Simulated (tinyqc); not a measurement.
Worked calculation: lattice vibrations of a chain. One step of it, computed by the program tinyqc.

Problem. Dynamical matrix at q = 0.1. q is in units of 2 pi/a. A spring k from atom i to atom j, n cells on, adds k to Phi_ii and Phi_jj, -k exp(2 pi i q n) to Phi_ij and the conjugate to Phi_ji (for one atom a cell: 2k (1 - cos 2 pi q n)); D_ij = Phi_ij / sqrt(m_i m_j).

A chain moving along its axis:

| atom | mass (u) | spring to the next atom (eV/angstrom^2) |
|---|---|---|
| 1 | 54.900000 | 13.200000 |
| 2 | 78.000000 | 18.500000 |
| 3 | 83.200000 | 19.000000 |

Give: D(q).

Solution.

D(q) (eV/(angstrom^2 u)):
```
                 1        2                3
1           0.5865  -0.2017  -0.2274+0.1652i
2          -0.2017   0.4064          -0.2296
3  -0.2274-0.1652i  -0.2296           0.4507
```
